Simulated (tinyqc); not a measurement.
What moves the results: Franz-Keldysh effect at a direct gap. A value that a table varies takes the place of the one given here.

Parabolic bands, vertical transitions, no excitons. For each hole band j: mr = me mj/(me + mj); joint density of states J_j(E) = (mr/c)^(3/2) sqrt(E - Eg)/(2 pi^2), both spins, c = hbar^2/2m0; averaged matrix element |e.p|^2 = m0 Ep/6; alpha_j(E) = 4 pi^2 alpha_f c Ep J_j/(3 nr E) in 1/angstrom (alpha_f the fine-structure constant, listed as alpha among the constants), times 1e8 for 1/cm.

In a field Fd (1 kV/cm = 1e-5 V/angstrom) the electro-optic energy of band j is th = (c (e Fd)^2/mr)^(1/3), and sqrt(E - Eg) in J_j is replaced by pi sqrt(th) [Ai'(b)^2 - b Ai(b)^2] with b = (Eg - E)/th; Ai is the Airy function.

Constants: hbar^2/2m0 = 3.80998211 eV angstrom^2; fine-structure constant alpha = 0.007297352564.

Values chosen for the exercise (near those of GaAs; the results hold for these values, not for the real material): Eg = 1.411 eV (direct gap); me = 0.0689 m0 (electron mass); mhh = 0.48 m0 (heavy-hole mass); mlh = 0.0779 m0 (light-hole mass); Ep = 26.7 eV (Kane energy); nr = 3.53 (refractive index); Fd = 170 kV/cm (uniform field); det = 25 meV (detuning below the gap).

## Spectrum around the gap

Absorption (1/cm):

| E - Eg (eV) | alpha(0) | alpha(F) | change |
|---|---|---|---|
| -0.1419 | 0 | 3.353 | 3 |
| -0.1135 | 0 | 14.27 | 14 |
| -0.0851 | 0 | 55.22 | 55 |
| -0.0567 | 0 | 190.9 | 191 |
| -0.0284 | 0 | 576.2 | 576 |
| 0.0000 | 0 | 1499 | 1499 |
| 0.0284 | 4807 | 3274 | -1533 |
| 0.0567 | 6661 | 5852 | -810 |
| 0.0851 | 8006 | 8440 | 433 |
| 0.1135 | 9074 | 9845 | 771 |
| 0.1419 | 9960 | 9998 | 38 |
| 0.1702 | 10713 | 1.033e+04 | -385 |
| 0.2270 | 11943 | 1.210e+04 | 159 |
| 0.2837 | 12905 | 1.297e+04 | 70 |

What can be read from the table?

At the gap alpha(F) = 1499 1/cm; 113.5 meV below it 14.3 1/cm remain, the tail falling as exp(-(4/3) b^(3/2)). Among the energies listed the largest rise is 1499 1/cm at E - Eg = 0.0 meV and the largest fall -1533 1/cm at 28.4 meV. It changes sign between 0.0 and 28.4 meV, between 56.7 and 85.1 meV, between 141.9 and 170.2 meV and between 170.2 and 227.0 meV; th is 56.7 meV for heavy holes and 67.0 meV for light holes.

## Tail absorption against field

At E = Eg - det; the field takes the values listed. The last column is the length for 10 dB of loss.

Results:

| Fd (kV/cm) | th heavy (meV) | b heavy | alpha (1/cm) | length (micrometre) |
|---|---|---|---|---|
| 10 | 8.58 | 2.913 | 0.334 | 6.90e+04 |
| 20 | 13.63 | 1.835 | 10.4 | 2.21e+03 |
| 40 | 21.63 | 1.156 | 78.6 | 293 |
| 60 | 28.34 | 0.882 | 174 | 132 |
| 100 | 39.84 | 0.628 | 367 | 62.8 |
| 150 | 52.21 | 0.479 | 577 | 39.9 |
| 250 | 73.39 | 0.341 | 909 | 25.3 |
| 400 | 100.39 | 0.249 | 1.27e+03 | 18.1 |

What does this show, and why?

alpha grows by 2.7 decades from 10 to 60 kV/cm and by a factor 1.40 over the last step, where the field grows by 1.6: the exponent (4/3) b^(3/2) goes as 1/Fd, so the gain is steep only while b > 1 (deep in the tail the light-hole pair, with its smaller b, carries most of it), that is up to 40 kV/cm of those listed. Values below about 10 1/cm lie under the Urbach and exciton tails of a real crystal, left out here.

## What moves the tail

At E = Eg - det. Each row changes one parameter from the base and keeps the others.

Results:

| case | th heavy (meV) | alpha (1/cm) |
|---|---|---|
| base | 56.748 | 651.7 |
| Fd = 221 kV/cm | 67.595 | 822.3 |
| det = 35 meV | 56.748 | 451.1 |
| me = 0.0792 m0 | 54.510 | 723.2 |
| mlh = 0.1013 m0 | 56.748 | 683.1 |
| Ep = 29.4 eV | 56.748 | 717.5 |
| nr = 3.71 | 56.748 | 620.0 |

How do the results move?

The largest shifts from the base row, up to three for each result and ties (the steps differ in size, so this ranks the rows, not the parameters). th heavy (meV): Fd +10.847, me -2.238; unchanged at the printed digits by det, mlh, Ep and nr. alpha (1/cm): det -201, Fd +171, me +71.6.

Run: tinyqc, `OMP_NUM_THREADS=1 python tinyqc.py 1650637 1650638 out.jsonl`; Intel(R) Xeon(R) Processor @ 2.30GHz, one thread, shared host; about 0.01 s of CPU time with all checks.
